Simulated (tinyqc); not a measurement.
Wannier-Stark ladder of a miniband, step by step. Values are carried at full precision from step to step, so a last printed digit may differ when a step is redone from the rounded ones.

One state in each well j = -(Nw - 1)/2 ... (Nw - 1)/2: H_jj = j e F d, H_(j,j+1) = -W/4; 1 kV/cm = 0.01 meV/angstrom. In an infinite chain the levels are j e F d and the state of well 0 has amplitude J_j(x) in size on well j, x = W/(2 e F d).

Constants: hbar = 6.58211957e-16 eV s.

Values chosen for the exercise (near those of an InGaAs/InAlAs superlattice; the results hold for these values, not for the real material):
- W = 13 meV (miniband width)
- d = 111 angstrom (period)
- F = 5.3 kV/cm (field)
- Nw = 11 (wells)

## Scales

Give e F d, x, the Bloch frequency e F d/(2 pi hbar) and period, and the swing W/(e F) of a wave packet.

e F d = 5.883 meV
x = 1.1049
frequency = 1.423 THz
period = 0.703 ps
swing = 245 angstrom

## The matrix

Fill it in.

H (meV), lower triangle:
```
         -5       -4       -3       -2      -1       0       1       2       3       4       5
-5  -29.415
-4   -3.250  -23.532
-3        0   -3.250  -17.649
-2        0        0   -3.250  -11.766
-1        0        0        0   -3.250  -5.883
0         0        0        0        0  -3.250       0
1         0        0        0        0       0  -3.250   5.883
2         0        0        0        0       0       0  -3.250  11.766
3         0        0        0        0       0       0       0  -3.250  17.649
4         0        0        0        0       0       0       0       0  -3.250  23.532
5         0        0        0        0       0       0       0       0       0  -3.250  29.415
```

## Levels and the middle state

Diagonalise; give the levels, their spacings and the weights of the middle level on the wells.

levels (meV): -31.004  -23.727  -17.660  -11.766  -5.883  0.000  5.883  11.766  17.660  23.727  31.004

spacings (meV): 7.277  6.067  5.894  5.883  5.883  5.883  5.883  5.894  6.067  7.277

weights: 0.0000  0.0000  0.0007  0.0189  0.2231  0.5145  0.2231  0.0189  0.0007  0.0000  0.0000

The spacing in the middle is 1.0000 e F d and at the ends 1.237 e F d; states that reach the ends of the stack are pushed apart.

## Bessel amplitudes

With x = W/(2 e F d): J_j(x)^2 for j = 0 to 5, their running sum over -j ... j, and the spread sqrt(sum j^2 J_j^2) = x/sqrt2. For a hole fixed in well 0 the J_j^2 are the strengths of the optical lines at j e F d.

Weights:
```
j   J_j^2     sum
0  0.5145  0.5145
1  0.2231  0.9607
2  0.0189  0.9986
3  0.0007  1.0000
4  0.0000  1.0000
5  0.0000  1.0000
```

spread = 0.781 periods

The strongest line is j = 0.

## Checks

- Weight on well 1 of the middle state of 61 wells against J_1(x)^2: both 0.2231.

Run: tinyqc, `OMP_NUM_THREADS=1 python tinyqc.py 1280677 1280678 out.jsonl`; Intel(R) Xeon(R) Processor @ 2.30GHz, one thread, shared host; about 0.1 s of CPU time with all checks.
